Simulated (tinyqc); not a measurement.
Junction parameters from two forward currents.

Inverse problem. D(v) = J1 (exp(v/Vt) - 1) + J2 (exp(v/(2 Vt)) - 1). Find J1, J2 and the voltage 2 Vt ln(J2/J1) near which both parts are equal.

Parameters, values chosen for the exercise:

| symbol | value | unit | meaning |
|---|---|---|---|
| T | 358 | K | temperature |

Constants: q = 1.602176634e-19 C, kB = 1.380649e-23 J/K, Vt = kB T/q. Results are converted to the units shown.

junction voltages (V): 0.35  0.7
currents (uA/um): 2.7749852e-5  0.026623344

Answer. The current is linear in J1 and J2, so two points give two equations.

J1 = 2.60e-12 uA/um
J2 = 9.50e-8 uA/um
crossover = 0.648 V

tinyqc, about 0.2 s, one thread, Intel Xeon 2.30GHz (shared host): `OMP_NUM_THREADS=1 python tinyqc.py 2182152 2182153 out.jsonl`
